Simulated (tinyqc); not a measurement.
# Quantum-well laser, gain and threshold: several studies

One electron and one heavy-hole subband per well, parabolic, with equal sheet densities n of electrons and holes; k-conserving transitions, TE polarisation, no line broadening, so the gain starts as a step at E0 and peaks there. All wells are pumped alike.

Parameters, values chosen for the exercise; well values close to those of strained InGaAs:

| symbol | value | unit | meaning |
|---|---|---|---|
| T | 273 | K | temperature |
| E0 | 1.22 | eV | lowest transition energy |
| me | 0.0598 | m0 | in-plane electron mass |
| mh | 0.146 | m0 | in-plane hole mass |
| Ep | 27.7 | eV | Kane energy |
| nr | 3.57 |  | refractive index |
| Lw | 8 | nm | well width |
| Nw | 2 |  | number of wells |
| Gw | 0.028 |  | optical confinement per well |
| ai | 6 | 1/cm | internal loss |
| Lc | 750 | um | cavity length |
| R1 | 0.1 |  | front reflectance |
| R2 | 0.9 |  | back reflectance |
| A | 1.1e8 | 1/s | defect recombination coefficient |
| B | 6.7e-5 | cm^2/s | radiative coefficient per well |
| C | 1.4e-18 | cm^4/s | Auger coefficient per well |
| eta | 0.91 |  | injection efficiency |
| Wd | 5 | um | stripe width |

Constants: q = 1.602176634e-19 C, kB = 1.380649e-23 J/K, eps0 = 8.8541878128e-12 F/m, hbar = 1.054571817e-34 J s, m0 = 9.1093837015e-31 kg, c = 299792458 m/s, Vt = kB T/q. Results are converted to the units shown.

Each table varies one quantity; the others keep the values above.

## Peak gain against carrier density

Nc = me kB T/(pi hbar^2), Nv = mh kB T/(pi hbar^2), mr = me mh/(me + mh) in m0, g0(E) = q^2 Ep mr/(4 nr eps0 c hbar E Lw) (squared momentum element m0 Ep/4, joint density of states mr/(pi hbar^2 Lw) for both spins). Peak gain g(n) = g0(E0)[1 - exp(-n/Nc) - exp(-n/Nv)]. Fc + Fv = Vt [ln(exp(n/Nc) - 1) + ln(exp(n/Nv) - 1)]; dg/dn is the differential gain; J = q (A n + B n^2 + C n^3) per well.

Result of one run:
```
n (cm^-2)  Fc + Fv (eV)  g at E0 (1/cm)  dg/dn (cm)  J (A/cm^2)
1.5e12          0.07254            4412    2.919e-9       51.35
```

What becomes of these results when the sheet density n is changed from 1.5e12 to 3.7e12 cm^-2, all else the same?

Result of the changed run:
```
n (cm^-2)  Fc + Fv (eV)  g at E0 (1/cm)  dg/dn (cm)  J (A/cm^2)
3.7e12           0.2069            7131   4.331e-10       223.5
```

The whole series:
```
n (cm^-2)  Fc + Fv (eV)  g at E0 (1/cm)  dg/dn (cm)  J (A/cm^2)
3.1e11         -0.04203           -3060    1.211e-8       6.502
4.2e11         -0.02437           -1821    1.046e-8       9.312
5.7e11        -0.005284          -396.3    8.610e-9       13.57
7.8e11          0.01632            1192    6.618e-9       20.38
1.1e12          0.04345            2950    4.528e-9       32.67
1.5e12          0.07254            4412    2.919e-9       51.35
2e12             0.1054            5556    1.775e-9       79.98
2.7e12           0.1482            6476   9.538e-10       130.3
3.7e12           0.2069            7131   4.331e-10       223.5
```

The gain at E0 changes sign where Fc + Fv does, at n = 6.17e11 cm^-2, and reaches 7130 1/cm in the last row, 0.92 of its ceiling g0 = 7730 1/cm. The differential gain falls from 1.21e-8 to 4.33e-10 cm as the band-edge states fill, while J rises from 6.50 to 224 A/cm^2. For n = 2.7e12 to 3.7e12 cm^-2 Fc + Fv passes 0.12 eV, where higher subbands and leakage over the barriers, left out here, set in.

## Effect of the in-plane hole mass

Mirror loss am = ln(1/(R1 R2))/(2 Lc); threshold gain gth = (ai + am)/(Nw Gw). nth solves g(n) = gth and ntr solves g(n) = 0. Jth = q Nw (A n + B n^2 + C n^3)/eta at n = nth, Ith = Jth Wd Lc; differential efficiency of both facets eta am/(ai + am).

The same in every row: gth (1/cm) = 393.8; differential efficiency = 0.6624.

Effect of the in-plane hole mass:
```
mh (m0)  ntr (cm^-2)  nth (cm^-2)  Jth (A/cm^2)  Ith (mA)
0.06        4.080e11     4.521e11         22.38    0.8392
0.089       4.939e11     5.390e11         27.81     1.043
0.13        5.869e11     6.355e11         34.27     1.285
0.2         7.049e11     7.608e11         43.34     1.625
0.3         8.273e11     8.943e11         53.86     2.020
0.45        9.602e11     1.044e12         66.69     2.501
0.67        1.100e12     1.207e12         82.02     3.076
1           1.249e12     1.391e12         100.9     3.783
```

What does the table show?

As mh goes from 0.06 to 1 m0, gth stays at 394 1/cm, Jth rises from 22.4 to 101 A/cm^2 and Ith rises from 0.839 to 3.78 mA. The transparency density rises from 4.08e11 to 1.25e12 cm^-2: a lighter hole band is inverted with fewer carriers.

## Effect of the internal loss

Same model as above.

The same in every row: ntr (cm^-2) = 6.174e11.

Effect of the internal loss:
```
ai (1/cm)  gth (1/cm)  nth (cm^-2)  Jth (A/cm^2)  Ith (mA)  differential efficiency
1               304.5     6.559e11         35.70     1.339                   0.8566
2               322.4     6.582e11         35.86     1.345                   0.8092
4               358.1     6.629e11         36.19     1.357                   0.7285
8               429.5     6.723e11         36.85     1.382                   0.6073
12              500.9     6.818e11         37.53     1.407                   0.5207
20              643.8     7.011e11         38.93     1.460                   0.4052
30              822.4     7.260e11         40.74     1.528                   0.3172
40               1001     7.516e11         42.65     1.599                   0.2606
```

Read the table: what changes, and by how much?

As ai goes from 1 to 40 1/cm, gth rises from 305 to 1000 1/cm, Jth rises from 35.7 to 42.7 A/cm^2 and Ith rises from 1.34 to 1.60 mA.

Program tinyqc, `OMP_NUM_THREADS=1 python tinyqc.py 2840028 2840029 out.jsonl`; Intel Xeon 2.30GHz, shared host, one thread, about 0.01 s.
